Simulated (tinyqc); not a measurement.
Two-node Weyl semimetal on a cubic lattice and its slab: one step. One k point. Four cases, with inputs chosen for the exercise.

Problem. Form M, d, E = -/+ |d| and Omega.

H = d.s with dx = t sin kx, dy = t sin ky, dz = m (2 - cos kx - cos ky) + M(kz), M = tz (cos k0 - cos kz), k in 1/a. Nodes at (0, 0, +/-k0). Berry curvature of the lower band along z: Omega = d.(dd/dkx x dd/dky)/(2|d|^3), in the sense curl of i<u|grad u>.

Give: M(kz); dx, dy, dz; |E|; Omega.

Case 1.

Values chosen: t = 0.64 eV (hopping in sx and sy); m = 1.54 eV (mass term); tz = 0.94 eV (hopping along z); k0 = 1.85 1/a (position of the nodes); k = (0.77, 0.12, 0.4) 1/a (wave vector).

Solution.

M(kz) = -1.1249 eV

dx, dy, dz (eV): 0.4455  0.0766  -0.6794

|E| = 0.8160 eV
Omega = -0.4677 a^2

Case 2.

Values chosen: t = 0.89 eV (hopping in sx and sy); m = 0.75 eV (mass term); tz = 1.02 eV (hopping along z); k0 = 1.53 1/a (position of the nodes); k = (0.95, 0.14, 1.79) 1/a (wave vector).

Solution.

M(kz) = 0.2634 eV

dx, dy, dz (eV): 0.7239  0.1242  0.5845

|E| = 0.9387 eV
Omega = -0.0782 a^2

Case 3.

Values chosen: t = 0.83 eV (hopping in sx and sy); m = 0.61 eV (mass term); tz = 0.32 eV (hopping along z); k0 = 2 1/a (position of the nodes); k = (0.22, 0.65, 2.32) 1/a (wave vector).

Solution.

M(kz) = 0.0848 eV

dx, dy, dz (eV): 0.1811  0.5023  0.2239

|E| = 0.5790 eV
Omega = -0.1193 a^2

Case 4.

Values chosen: t = 0.41 eV (hopping in sx and sy); m = 1.16 eV (mass term); tz = 0.37 eV (hopping along z); k0 = 1.98 1/a (position of the nodes); k = (0.59, 0.41, 0.35) 1/a (wave vector).

Solution.

M(kz) = -0.4948 eV

dx, dy, dz (eV): 0.2281  0.1634  -0.2025

|E| = 0.3461 eV
Omega = -1.2914 a^2

Computed by tinyqc, one run a case: `OMP_NUM_THREADS=1 python tinyqc.py N N+1 out.jsonl` with N = 1451077, 1451426, 1451817, 1451929; one thread of a shared Intel(R) Xeon(R) Processor @ 2.30GHz, about 0.3 s a run at most.
